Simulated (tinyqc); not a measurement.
Worked calculation: spherical quantum dot. Values are carried at full precision from step to step, so a last printed digit may differ when a step is redone from the rounded ones.

With hard walls E = c (x/R)^2/mw, x a zero of j_l: 1s 3.141593; 2s 6.283185; 1p 4.493409; 2p 7.725252; 1d 5.763459; 2d 9.095011; 1f 6.987932; 2f 10.417119.

Constants: hbar^2/2m0 = 3.80998211 eV angstrom^2; e^2/(4 pi eps0) = 14.39964547 eV angstrom; Ry = 13.60569312 eV; a0 (Bohr radius) = 0.5291772105 angstrom; hc = 1239.841984 eV nm.

Inputs chosen for the exercise (near those of a Si dot in SiO2, with the mean mass 3/(2/mt + 1/ml) for all six valleys; shifted at random, so the results belong to these values and not to a real crystal): R = 14 angstrom (radius); mw = 0.267 m0 (mass inside); V0 = 3.172 eV (barrier height); mb = 0.512 m0 (mass outside); E = 0.403 eV (trial energy); Eg = 1.134 eV (bulk gap); mh = 0.54 m0 (hole mass); eps = 11.3 (dielectric constant inside); eps_o = 3.6 (dielectric constant of the oxide).

## Hard-wall levels

The six lowest of these, with their orbital degeneracy; c = hbar^2/2m0.

Hard walls:
```
state  degeneracy       x  E (eV)
1s              1  3.1416  0.7185
1p              3  4.4934  1.4700
1d              5  5.7635  2.4184
2s              1  6.2832  2.8742
1f              7  6.9879  3.5551
2p              3  7.7253  4.3449
```

Shells close, with spin and per valley, at 2, 8, 18, 20 electrons; levels above about 0.3 eV are beyond a parabolic mass, and anisotropic valleys split the shells. The real barrier, V0 = 3.172 eV, lies below 2 values at the end of the list.

## The matching condition at a trial energy

A sphere of radius R, isotropic masses, c = hbar^2/2m0, k = sqrt(mw E/c), kappa = sqrt(mb (V0 - E)/c). State n l is the spherical Bessel function j_l(k r) inside and k_l(kappa r) outside; psi and psi'/m are continuous: (k/mw) j_l'(kR)/j_l(kR) = (kappa/mb) k_l'(kappa R)/k_l(kappa R). For l = 0 this reads kR cot(kR) = 1 - (mw/mb)(1 + kappa R).

Both sides for the lowest state, in the form for l = 0.

k R = 2.3527
kappa R = 8.5401
left side = -2.3366
right side = -3.9750

The left side falls with E and the right side rises; here the left is the larger, so the level lies above the trial energy.

## Bound levels

All roots below V0 for angular numbers 0 to 3, two each at most; the last column is the ratio to the hard-wall level.

Finite barrier:
```
state  degeneracy  E (eV)     k R  E/E(hard)
1s              1  0.4779  2.5620      0.665
1p              3  0.9803  3.6695      0.667
1d              5  1.6078  4.6994      0.665
2s              1  1.9401  5.1621      0.675
1f              7  2.3386  5.6677      0.658
2p              3  2.8872  6.2973      0.664
```

6 levels of these are bound; the lowest reaches 67 % of its hard-wall value.

## Lowest optical transition

Brus estimate with the correlation term of Kayanuma, both carriers between hard walls (the gap is indirect in the bulk, which the estimate ignores): E = Eg + c (pi/R)^2 (1/mw + 1/mh) - 1.786 q/(eps R) - 0.248 Ry*, with q = e^2/(4 pi eps0), Ry* = Ry mu/eps^2, 1/mu = 1/mw + 1/mh, a* = a0 eps/mu, c = hbar^2/2m0. It assumes R below about a*.

Give the terms and the wavelength hc/E.

mu = 0.1787 m0
a* = 33.5 angstrom

confinement, Coulomb and correlation terms (eV): [1.0738, -0.1626, -0.0047]

E = 2.0405 eV
wavelength = 607.6 nm

R/a* = 0.42: strong confinement, as the formula assumes. For the electron, hard walls give 241 meV more than the finite barrier.

## Charging energy

Two electrons in the hard-wall 1s state repel by U = 1.786 q/(eps R) + q (1/eps_o - 1/eps)/R, the second term from the polarisation of the surface; q = e^2/(4 pi eps0). The addition energies are U for the second electron and U + E(1p) - E(1s) for the third, with U taken as constant and hard-wall levels.

direct term = 162.6 meV
polarisation term = 194.7 meV

addition energies (meV): [357.3, 1108.7]

## Checks

- Lowest level by radial finite differences against the matching condition, eV: both 0.4779.

Program tinyqc; command `OMP_NUM_THREADS=1 python tinyqc.py 1251690 1251691 out.jsonl`; about 0.04 s on one thread of a shared Intel(R) Xeon(R) Processor @ 2.30GHz.
